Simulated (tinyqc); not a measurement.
Inside a calculation. Model: ballistic transport through the one-dimensional subbands of a rectangular nanowire or nanosheet channel. Computed by tinyqc, a small Python program that keeps every step. Command: `OMP_NUM_THREADS=1 python tinyqc.py 3004648 3004649 out.jsonl wire walk`. One thread of a shared host (Intel(R) Xeon(R) Processor @ 2.30GHz), about 0.02 s of CPU time with the checks. Intermediate numbers are printed to about 7 digits and carried at full precision; extremes and crossings named in words are read from the listed rows.

Hard walls, parabolic subbands, transport along x. Energies are counted from the bulk conduction band edge at the top of the barrier, which the gate pulls down by U; the source Fermi level lies at the bulk edge when U = 0.

Inputs (values chosen for the exercise, modelled on silicon):
```
quantity                                   value  unit
light mass m_t                              0.18   m_0
heavy mass m_l                             0.901   m_0
height a                                     3.4    nm
width b                                      3.9    nm
equivalent oxide thickness t                   2    nm
gate voltage above flat band V_G            0.73     V
drain voltage V_D                           0.65     V
temperature T                                300     K
mean free path for back-scattering lambda     12    nm
channel length L                              75    nm
```

Valleys: silicon [100] wire.

Constants: hbar^2/(2 m_0) = 3.80998212 eV angstrom^2; k_B = 8.617333262e-05 eV/K; m_0 = 9.1093837015e-31 kg; k_B = 1.380649e-23 J/K; hbar = 1.054571817e-34 J s; eps_0 = 8.8541878128e-12 F/m; e = 1.602176634e-19 C; h = 6.62607015e-34 J s.

## Subbands

E_pq = (hbar^2 pi^2/2)(p^2/(m_y b^2) + q^2/(m_z a^2)); valley pairs: (m_x, m_y, m_z) = (m_t, m_t, m_l), (m_t, m_l, m_t), (m_l, m_t, m_t), each with degeneracy g = 2; the 10 lowest subbands are kept.

Subbands:
```
valley axis  p  q   E (meV)  m_x (m_0)
z            1  1  173.4503      0.180
y            1  1  208.1533      0.180
z            1  2  281.7585      0.180
y            2  1  290.4703      0.180
x            1  1  318.0618      0.901
y            3  1  427.6655      0.180
z            1  3  462.2721      0.180
z            2  1  585.4930      0.180
y            4  1  619.7386      0.180
z            2  2  693.8012      0.180
```

The second subband lies 34.7 meV, or 1.34 k_B T, above the first; the lowest belongs to the valleys with the heavy mass across the height.

## Self-consistent barrier

F_j(eta) = (1/Gamma(j + 1)) int_0^infinity x^j/(1 + exp(x - eta)) dx, F_0 = ln(1 + exp(eta)). Integrals over x = E/(k_B T) use 160 Gauss-Legendre points in u = sqrt(x) from 0 to sqrt(max(eta, 0) + 32). With degeneracy g = 2, eta_i = (U - E_i)/(k_B T) and u = e V_D/(k_B T): line density n = sum_i g sqrt(2 m_x k_B T/pi)/(2 hbar) [F_-1/2(eta_i) + F_-1/2(eta_i - u)]; gate: e n = C_ox (V_G - U/e), C_ox = 3.9 eps_0 2 (a + b)/t (flat-plate estimate); I = (2 e k_B T/h) sum_i g [F_0(eta_i) - F_0(eta_i - u)].

C_ox = 252.0787 aF/micrometre

U = 251.8427 meV

Occupation:
```
subband      eta_i    n_i (1/nm)  I_i (microampere)
1          3.03235  3.677441e-01       1.233642e+01
2          1.68998  2.626872e-01       7.448582e+00
3         -1.15720  5.099029e-02       1.095080e+00
4         -1.49418  3.830762e-02       8.111367e-01
5         -2.56147  3.230305e-02       2.978793e-01
6         -6.80113  2.191860e-04       4.454354e-03
7         -8.13978  5.750397e-05       1.168412e-03
8        -12.90617  4.895168e-07       9.945801e-06
9        -14.23085  1.301568e-07       2.644471e-06
10       -17.09572  7.417725e-09       1.507102e-07
```

line density n = 0.7523096 1/nm

ballistic current I = 21.99473 microampere

mean velocity I/(e n) = 1.824785 1e7 cm/s

2 of the subbands lie below the source Fermi level; the lowest carries 56 % of the current with 49 % of the charge. The gate spends 34 % of V_G on moving the bands.

## Conductance, capacitance and scattering

Linear conductance G = (2 e^2/h) sum_i g f(eta_i), g = 2, f = 1/(1 + exp(-eta_i)), with the barrier frozen at the eta_i above; current per perimeter I/(2(a + b)); with scattering, transmission lambda/(lambda + L) and low-bias resistance (1 + L/lambda)/G.

open modes sum g f = 4.587548

ballistic conductance = 355.4474 microsiemens

current per perimeter = 1506.488 microampere/micrometre

transmission = 0.1379310

low-bias resistance with scattering = 20.39683 kiloohm

Even without scattering the wire has h/(2 e^2 M) = 2.81 kiloohm, which sits in the contacts.

## Gate sweep

Open modes are sum_i g/(1 + exp(-eta_i)). The last column is e dn/dV_G over C_ox, taken up to the next row.

Against the gate voltage:
```
V_G (V)    U (meV)      n (1/nm)  I (microampere)    open modes      C_g/C_ox
-0.130   -130.0013  2.039623e-06     4.129300e-05  2.061513e-05  6.618785e-04
-0.027    -27.0695  1.093005e-04     2.212991e-03  1.104622e-03  4.678289e-02
0.093      87.3166  8.942013e-03     1.821092e-01  8.961196e-02  4.616047e-01
0.220     155.6928  1.011779e-01     2.187185e+00  9.315449e-01  7.294955e-01
0.320     182.7432  2.159532e-01     5.003997e+00  1.806269e+00  8.015279e-01
0.450     208.5446  3.798942e-01     9.615579e+00  2.819245e+00  8.348464e-01
0.590     231.6661  5.637852e-01     1.549427e+01  3.743339e+00  8.572894e-01
0.750     254.4998  7.795961e-01     2.295146e+01  4.707022e+00  8.797958e-01
0.920     274.9345  1.014915e+00     3.118466e+01  5.722060e+00  8.987519e-01
1.100     293.1592  1.269444e+00     3.997879e+01  6.743981e+00             -
```

Between the first two rows the current rises one decade per 60 mV, against the limit ln(10) k_B T/e = 60 mV. Above threshold C_g/C_ox lies between 0.73 and 0.90: the quantum capacitance in series costs a visible part.

Checks made by the program: density of the lowest subband against a direct sum over k (relative difference 1e-09).
